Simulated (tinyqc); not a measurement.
# Threshold-voltage variability of a planar MOSFET, analytic estimates: what changes with what

Three independent sources add in quadrature: random dopants in the depleted layer, metal-gate grains of two orientations, and roughness of the two gate edges acting through the roll-off VT = VT(long) - Vr exp(-L/l). These are first-order estimates: no three-dimensional electrostatics, no percolation.

Values chosen for this exercise; material values close to those of silicon: temperature T = 293 K; band gap Eg = 1.1 eV; relative permittivity of the semiconductor eps_r = 11.7; conduction-band density of states at T Nc = 2.74e19 cm^-3; valence-band density of states at T Nv = 2.59e19 cm^-3; channel doping Na = 6.2e17 cm^-3; oxide-equivalent thickness in inversion ti = 2.5 nm; gate length L = 90 nm; gate width W = 230 nm; metal grain size G = 4 nm; work-function difference of the two grain orientations dW = 0.1 eV; share of the orientation of higher work function p = 0.6; rms roughness of one gate edge De = 0.9 nm; correlation length of the roughness La = 10 nm; decay length of the threshold roll-off l = 19 nm; prefactor of the roll-off Vr = 1.6 V.

Constants: q = 1.602176634e-19 C, kB = 1.380649e-23 J/K, Vt = kB T/q, eps0 = 8.8541878128e-14 F/cm where lengths are in cm. Results are converted to the units shown.

Each table varies one quantity; the others keep the values above.

## Effect of the gate width

ni = sqrt(Nc Nv) exp(-Eg/(2 Vt)), Eg in volts; Cox = 3.9 eps0/ti; Wd = sqrt(4 eps0 eps_r Vt ln(Na/ni)/(q Na)); dopants: s1 = (q/Cox) sqrt(Na Wd/(3 L W)). Grains: Ng = L W/G^2 (at least 1), s2 = dW sqrt(p (1 - p)/Ng). Edges, with exponential correlation and u = W/La: the mean gate length has sL^2 = 2 De^2 (2/u)[1 - (1 - exp(-u))/u]; s3 = sL (Vr/l) exp(-L/l). s = sqrt(s1^2 + s2^2 + s3^2). l and Vr are held fixed.

Effect of the gate width:

| W (nm) | s1 (mV) | s2 (mV) | s3 (mV) | s (mV) | s sqrt(L W) (mV um) |
|---|---|---|---|---|---|
| 77 | 13.222 | 2.3540 | 0.44670 | 13.437 | 1.1186 |
| 120 | 10.591 | 1.8856 | 0.36726 | 10.764 | 1.1186 |
| 200 | 8.2040 | 1.4606 | 0.28960 | 8.3380 | 1.1187 |
| 330 | 6.3868 | 1.1371 | 0.22778 | 6.4912 | 1.1187 |
| 540 | 4.9928 | 0.88889 | 0.17914 | 5.0745 | 1.1187 |
| 870 | 3.9335 | 0.70030 | 0.14164 | 3.9979 | 1.1187 |
| 1400 | 3.1008 | 0.55205 | 0.11190 | 3.1516 | 1.1187 |
| 2300 | 2.4192 | 0.43071 | 0.087427 | 2.4588 | 1.1187 |

What does the table show?

As W goes from 77 to 2300 nm, s falls from 13.4 to 2.46 mV. The dopants are the largest source in the first and the last row. The product s sqrt(L W) stays near 1.12 mV um: s1 and s2 count independent dopants and grains, so they go as 1/sqrt(L W), and s3 is too small to matter.

## Effect of the metal grain size

Same model as above.

l and Vr are held fixed.

The same in every row: s1 (mV) = 7.650; s3 (mV) = 0.2710.

Effect of the metal grain size:

| G (nm) | s2 (mV) | s (mV) | s sqrt(L W) (mV um) |
|---|---|---|---|
| 2 | 0.6810 | 7.685 | 1.106 |
| 3 | 1.022 | 7.723 | 1.111 |
| 5 | 1.703 | 7.842 | 1.128 |
| 7 | 2.384 | 8.018 | 1.154 |
| 10 | 3.405 | 8.378 | 1.205 |
| 14 | 4.767 | 9.018 | 1.297 |
| 20 | 6.810 | 10.25 | 1.474 |

Read the table: what changes, and by how much?

As G goes from 2 to 20 nm, s rises from 7.69 to 10.2 mV. The dopants are the largest source in the first and the last row.

## Effect of the oxide-equivalent thickness in inversion

Same model as above.

l and Vr are held fixed.

The same in every row: s2 (mV) = 1.3620; s3 (mV) = 0.27098.

Effect of the oxide-equivalent thickness in inversion:

| ti (nm) | s1 (mV) | s (mV) | s sqrt(L W) (mV um) |
|---|---|---|---|
| 0.8 | 2.4481 | 2.8145 | 0.40494 |
| 1.2 | 3.6721 | 3.9259 | 0.56484 |
| 1.6 | 4.8962 | 5.0893 | 0.73222 |
| 2 | 6.1202 | 6.2758 | 0.90293 |
| 2.4 | 7.3442 | 7.4744 | 1.0754 |
| 2.8 | 8.5683 | 8.6801 | 1.2488 |
| 3.2 | 9.7923 | 9.8903 | 1.4230 |

As ti goes from 0.8 to 3.2 nm, s rises from 2.81 to 9.89 mV. The dopants are the largest source in the first and the last row. s1 goes on average as ti^(1.00).

Program tinyqc, `OMP_NUM_THREADS=1 python tinyqc.py 2090168 2090169 out.jsonl`; Intel Xeon 2.30GHz, shared host, one thread, about 0.01 s.
